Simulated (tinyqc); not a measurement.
What each parameter does: defect-molecule model of a vacancy with Jahn-Teller distortion.

Four dangling hybrids a, b, c, d point into the vacancy: H_ii = E0, and -gm between any two. A tetragonal distortion Q pairs a with b and c with d: those two couplings become -gm - I Q and the other four -gm + I Q/2, at an elastic cost k Q^2/2. The a1 level holds two electrons; charge states 2+, + and 0 put n = 0, 1, 2 more into the lowest level of t2 origin. Energy from the 2+ state at Q = 0, with the Fermi level mu counted from Ev: W_n(Q) = n (et - 2 I Q) + k Q^2/2 + Uc n (n - 1)/2 - n mu. et = E0 + gm is the undistorted t2 level.

Inputs chosen for the exercise (of the size used for the vacancy in silicon; the results hold for these values, not for the real material):
- E0 = -0.09 eV (level of a dangling hybrid, from Ev)
- gm = 0.34 eV (coupling between two dangling hybrids)
- I = 0.99 eV/angstrom (Jahn-Teller coupling)
- k = 16.9 eV/angstrom^2 (force constant of the mode)
- Uc = 0.16 eV (repulsion of two electrons in one orbital)

E_JT = 2 I^2/k, E(2+/+) = et - E_JT, E(+/0) = et - 3 E_JT + Uc, U_eff = E(+/0) - E(2+/+); a1 level E0 - 3 gm. Each row changes one parameter from the base and keeps the others.

Results:

| case | (2+/+) (eV) | (+/0) (eV) | U_eff (eV) | a1 (eV) |
|---|---|---|---|---|
| base | 0.1340 | 0.0620 | -0.0720 | -1.1100 |
| E0 = -0.04 eV | 0.1840 | 0.1120 | -0.0720 | -1.0600 |
| gm = 0.38 eV | 0.1740 | 0.1020 | -0.0720 | -1.2300 |
| I = 1.089 eV/angstrom | 0.1097 | -0.0110 | -0.1207 | -1.1100 |
| k = 18.59 eV/angstrom^2 | 0.1446 | 0.0937 | -0.0509 | -1.1100 |
| Uc = 0.22 eV | 0.1340 | 0.1220 | -0.0120 | -1.1100 |

The largest shifts from the base row, up to three for each result and ties (the steps differ in size, so this ranks the rows, not the parameters). (2+/+) (eV): E0 +0.0500, gm +0.0400, I -0.0244; unchanged at the printed digits by Uc. (+/0) (eV): I -0.0731, Uc +0.0600, E0 +0.0500. U_eff (eV): Uc +0.0600, I -0.0487, k +0.0211; unchanged at the printed digits by E0 and gm. a1 (eV): gm -0.1200, E0 +0.0500; unchanged at the printed digits by I, k and Uc. E0 and gm move both levels alike, so U_eff depends on I, k and Uc alone.

(tinyqc, `OMP_NUM_THREADS=1 python tinyqc.py 1481965 1481966 out.jsonl`, Intel(R) Xeon(R) Processor @ 2.30GHz, 1 thread, shared host, about 0.01 s.)
